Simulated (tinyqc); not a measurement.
Intrinsic density across materials: carrier statistics of a doped semiconductor with parabolic bands.

Constants: hbar^2/2m0 = 3.80998211 eV angstrom^2; kB = 8.617333262e-05 eV/K.
Values chosen for the exercise: T = 250 K.

Each case gives the gap at this temperature and the density-of-states masses, chosen for the exercise; N = 2 (m kB T/(4 pi c))^(3/2) with c = hbar^2/2m0, in 1/angstrom^3; times 1e24 for 1/cm^3; ni = sqrt(Nc Nv) exp(-Eg/2kT).

Results:
```
case       Eg (eV)   m_de   m_dh  Nc (1/cm^3)  Nv (1/cm^3)  ni (1/cm^3)
near InAs    0.369  0.026  0.436     8.00e+16     5.50e+18     1.27e+14
near GaAs    1.435  0.068  0.526     3.39e+17     7.28e+18     5.39e+03
near InP     1.369  0.079  0.618     4.24e+17     9.27e+18     3.15e+04
near AlAs    2.187  0.750  0.806     1.24e+19     1.38e+19      0.00118
near GaP     2.284  1.047  0.829     2.05e+19     1.44e+19     0.000163
```

ni spans 17.9 decades, while sqrt(Nc Nv) spans only 1.4; each 0.1 eV of gap costs a factor 10.2. The order of ni is the reverse of the order of the gaps.

Computed by tinyqc, a small Python program: `OMP_NUM_THREADS=1 python tinyqc.py 1681130 1681131 out.jsonl` (the numbers bound the seed that draws the inputs); one thread of a shared host (Intel(R) Xeon(R) Processor @ 2.30GHz), about 0.01 s for the whole set of steps.
